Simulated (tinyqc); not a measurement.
Epitaxial growth on a vicinal surface: Burton-Cabrera-Frank step flow, step-edge barrier and island nucleation: one step, computed by the program tinyqc.

Adatoms land at rate F, hop on a square grid (a simplification for hexagonal faces), desorb, or join steps. Lengths are in units of a and n is the adatom coverage. Steps ascend at x = 0 and descend at x = l.

Question. Scales. D = nu exp(-E_d/(k_B T)) (a^2/s, nu counted per direction); tau = exp(E_a/(k_B T))/nu; x_s = sqrt(D tau); n_eq = exp(-E_f/(k_B T)); terrace width l = h/(a tan(miscut)); Schwoebel length l_s = exp(E_s/(k_B T)) - 1. Temperatures in kelvin are T(C) + 273.15.

Inputs (values chosen for the exercise, close to those used for Ge(001)):
```
quantity                     value      unit
site spacing a                   4  angstrom
step height h                 1.41  angstrom
diffusion barrier E_d        0.662        eV
desorption energy E_a         2.69        eV
adatom formation energy E_f   1.08        eV
step-edge barrier E_s         0.17        eV
attempt frequency nu            10       THz
miscut angle                   0.3   degrees
temperature T                  690         C
```

Constants: k_B = 8.617333262e-05 eV/K.

Give: D; lifetime tau; diffusion length x_s; equilibrium coverage n_eq; terrace width l; Schwoebel length l_s.

Answer.

D = 3.4357e+09 a^2/s

lifetime tau = 11.904 s

diffusion length x_s = 2.0223e+05 a

equilibrium coverage n_eq = 2.2325e-06

terrace width l = 67.322 a

Schwoebel length l_s = 6.7543 a

l/x_s = 3.33e-4: nearly every adatom reaches a step.
